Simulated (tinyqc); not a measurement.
Admittance spectroscopy of a deep trap: two steps of the calculation.

Schottky contact on an n-type layer with shallow donors Nd (all ionised) and a donor-like deep trap, neutral when filled and positive when empty; depletion approximation. Traps within lam of the depletion edge stay filled. The traps at xt = W - lam, where the level crosses the Fermi level, follow a slow signal and not a fast one. w = 2 pi f.

Values chosen for this exercise; material values close to those of indium phosphide:
```
symbol   value   unit                                      meaning
eps_r     12.5                               relative permittivity
Nc      5.6e17  cm^-3   conduction-band density of states at 300 K
vth      4.2e7   cm/s                    thermal velocity at 300 K
Nd      4.8e15  cm^-3                        shallow donor density
Vbi       0.93      V                             built-in voltage
Et         0.2     eV  depth of the trap below the conduction edge
sn       7e-15   cm^2                        capture cross-section
Nt      2.1e14  cm^-3                                 trap density
Vr         0.9      V                                 reverse bias
f        27000     Hz                             signal frequency
T          172      K                                  temperature
```

Constants: q = 1.602176634e-19 C, kB = 1.380649e-23 J/K, eps0 = 8.8541878128e-14 F/cm where lengths are in cm. Results are converted to the units shown.

Problem 1. Widths and limiting capacitances. lam = sqrt(2 eps0 eps_r (EF - ET)/(q Nd)), EF - ET = Et - (kB T/q) ln(Nc(T)/Nd), Nc(T) = Nc (T/300 K)^1.5. In the steady state at the band bending V, 2 eps0 eps_r V/q = Nd W^2 + Nt (W - lam)^2 (the second term only if W > lam). V = Vbi + Vr. C_HF = eps0 eps_r/W, C_LF = eps0 eps_r (Nd + Nt)/(Nd W + Nt xt).

Find: lam; W; xt; C_HF; C_LF.

Solution 1.

lam = 202.04 nm
W = 717.70 nm
xt = 515.66 nm
C_HF = 15.421 nF/cm^2
C_LF = 15.605 nF/cm^2

The step is 1.19 % of C_HF.

Problem 2. Admittance at the signal frequency. Emission rate en = sn vth(T) Nc(T) exp(-Et/kB T) = sn g T^2 exp(-Et/kB T), g = vth Nc/(300 K)^2, as vth goes as T^0.5 and Nc as T^1.5 (degeneracy factor 1). Inflection frequency w0 = 2 en [1 + Nt xt/(Nd W)]; C = C_HF + (C_LF - C_HF)/(1 + (w/w0)^2), G/w = (C_LF - C_HF)(w/w0)/(1 + (w/w0)^2).

W = 717.70251 nm
xt = 515.65825 nm
C_HF = 15.421062 nF/cm^2
C_LF = 15.605204 nF/cm^2

Wanted: en; w0/(2 pi); C; G/w.

Solution 2.

en = 74669 1/s
w0/(2 pi) = 24515 Hz
C = 15.504 nF/cm^2
G/w = 0.091644 nF/cm^2

The signal lies near the inflection, where the loss is largest.

tinyqc, about 0.01 s, one thread, Intel Xeon 2.30GHz (shared host): `OMP_NUM_THREADS=1 python tinyqc.py 2050113 2050114 out.jsonl`
